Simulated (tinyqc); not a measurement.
Configuration-coordinate model of a defect: Huang-Rhys factor and luminescence line shape: one step, computed by the program tinyqc.

Ground state E_g(Q) = (1/2) omega_g^2 Q^2; excited state E_e(Q) = E_0 + (1/2) omega_e^2 (Q - dQ)^2 with E_0 = E_ZPL - (hbar omega_e - hbar omega_g)/2. Q is mass-weighted; the dipole does not depend on Q (Condon approximation).

Problem. Crossing, radiative lifetime and thermal quenching. The curves cross at the root Q_c nearest dQ; the barrier is (1/2) omega_e^2 (Q_c - dQ)^2, with (1/2) omega^2 = (hbar omega)^2/(2 hbar^2/u). k_r = n_r omega^3 mu^2/(3 pi eps_0 hbar c^3) at the vertical emission energy, without local-field correction; k_nr = nu_0 exp(-barrier/k_B T) (Mott-Seitz); yield = k_r/(k_r + k_nr); T_1/2 = barrier/(k_B ln(nu_0/k_r)).

Inputs (values chosen for the exercise, for a model defect in a wide-gap host): zero-phonon energy E_ZPL = 2.54 eV; displacement dQ = 1.83 u^(1/2) angstrom; ground-state phonon hbar omega_g = 28.9 meV; excited-state phonon hbar omega_e = 23.6 meV; temperature T = 400 K; refractive index n_r = 2.43; transition dipole mu = 0.79 e angstrom; quenching prefactor nu_0 = 1e+12 1/s.

Modes: different frequencies.

vertical emission energy = 2.208089 eV

Constants: hbar^2/u = 4.18015928e-03 eV angstrom^2; hbar = 6.582119569e-16 eV s; e = 1.602176634e-19 C; eps_0 = 8.8541878128e-12 F/m; hbar = 1.054571817e-34 J s; c = 299792458 m/s; k_B = 8.617333262e-05 eV/K.

Give: Q_c; classical barrier; radiative lifetime; luminescence yield; quenching temperature T_1/2.

Solution.

Q_c = 6.161 u^(1/2) angstrom

classical barrier = 1.250 eV

radiative lifetime = 16.13 ns

luminescence yield = 1

quenching temperature T_1/2 = 1497 K

The barrier is so high that this route does not halve the yield below 1000 K.
